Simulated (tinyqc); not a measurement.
# Worked calculation: interface traps from C-V curves, high-low and Terman methods

Numbers from tinyqc (`OMP_NUM_THREADS=1 python tinyqc.py 2030038 2030039 out.jsonl`; about 0.01 s on one thread of a shared Intel Xeon 2.30GHz). Printed values are rounded.

MOS capacitor on an n-type substrate; psi is the band bending, negative in depletion; only majority carriers are counted. At the bending psi the Fermi level lies y = xi - psi below the conduction edge at the surface, xi = Vt ln(Nc/Nd). Dit(y) = D0 + D1 exp(-y/E1); traps fill up to the Fermi level, follow the bias and a slow signal, and do not follow a fast one. V is the gate voltage from flat band.

Parameters, values chosen for the exercise; band and dielectric values close to those of silicon:
- T = 200 K (temperature)
- eps_r = 11.5 (relative permittivity)
- Nc = 1.54e19 cm^-3 (conduction-band density of states at T)
- Nd = 2.8e17 cm^-3 (donor density)
- EOT = 7.1 nm (equivalent oxide thickness)
- D0 = 2.9e10 cm^-2 eV^-1 (trap density far from the band edge)
- D1 = 6.1e11 cm^-2 eV^-1 (band-tail density at the conduction edge)
- E1 = 0.08 eV (decay energy of the tail)
- n = 10 (points)
- pa = -0.77 V (deepest band bending)
- pb = -0.026 V (shallowest band bending)

Constants: q = 1.602176634e-19 C, kB = 1.380649e-23 J/K, Vt = kB T/q, eps0 = 8.8541878128e-14 F/cm where lengths are in cm. Results are converted to the units shown.

Range of the model: Traps more than about 25 kB T below the conduction edge emit electrons too slowly to follow an ordinary sweep, so the deepest points are idealised.

## The curves

Cox = 3.9 eps0/EOT, LD = sqrt(eps0 eps_r Vt/(q Nd)), u = psi/Vt, Cd = (eps0 eps_r/(sqrt(2) LD)) |exp(u) - 1|/sqrt(exp(u) - u - 1). Ideal V0 = psi - sqrt(2) (eps0 eps_r Vt/LD) sqrt(exp(u) - u - 1)/Cox for psi < 0; the traps add dV = (q/Cox) times the integral of Dit from 0 to psi = (q/Cox) [D0 psi + D1 E1 exp(-xi/E1) (exp(psi/E1) - 1)]. 1/C_HF = 1/Cox + 1/Cd, 1/C_LF = 1/Cox + 1/(Cd + q Dit). Take n equally spaced psi from pa to pb.

```
point    psi (V)    y (eV)  Dit (cm^-2 eV^-1)    V0 (V)     V (V)  C_HF (nF/cm^2)  C_LF (nF/cm^2)
0      -0.770000  0.839065         2.90170e10  -1.30920  -1.32333         128.253         130.756
1      -0.687333  0.756398         2.90478e10  -1.19606  -1.20941         133.820         136.249
2      -0.604667  0.673732         2.91342e10  -1.08098  -1.09354         140.300         142.647
3      -0.522000  0.591065         2.93772e10  -0.96353  -0.97529         147.990         150.252
4      -0.439333  0.508398         3.00602e10  -0.84309  -0.85404         157.355         159.544
5      -0.356667  0.425732         3.19797e10  -0.71874  -0.72885         169.171         171.335
6      -0.274000  0.343065         3.73741e10  -0.58891  -0.59809         184.876         187.159
7      -0.191333  0.260398         5.25348e10  -0.45064  -0.45863         207.595         210.333
8      -0.108667  0.177732         9.51426e10  -0.29662  -0.30269         246.249         249.908
9      -0.026000  0.095065         2.14888e11  -0.09570  -0.09783         332.335         335.712
```

Cox = 486.357 nF/cm^2

At the deepest bending the traps stretch the gate voltage from -1.31 to -1.32 V.

## High-low extraction

q Dit = (1/C_LF - 1/Cox)^(-1) - (1/C_HF - 1/Cox)^(-1) at each point.

Dit by high-low, point 0 to 9 (cm^-2 eV^-1): 2.90170e10  2.90478e10  2.91342e10  2.93772e10  3.00602e10  3.19797e10  3.73741e10  5.25348e10  9.51426e10  2.14888e11

With a true high-frequency curve this returns Dit exactly.

## Terman extraction

psi at each point follows from C_HF and the ideal curve. Dit = (Cox/q) d(V - V0)/dpsi by central differences over the two neighbours.

Dit by Terman, point 1 to 8 (cm^-2 eV^-1): 2.90567e10  2.91594e10  2.94481e10  3.02592e10  3.25390e10  3.89460e10  5.69525e10  1.07558e11

The differences overstate the curved tail; the largest error is 13 %, at point 8.
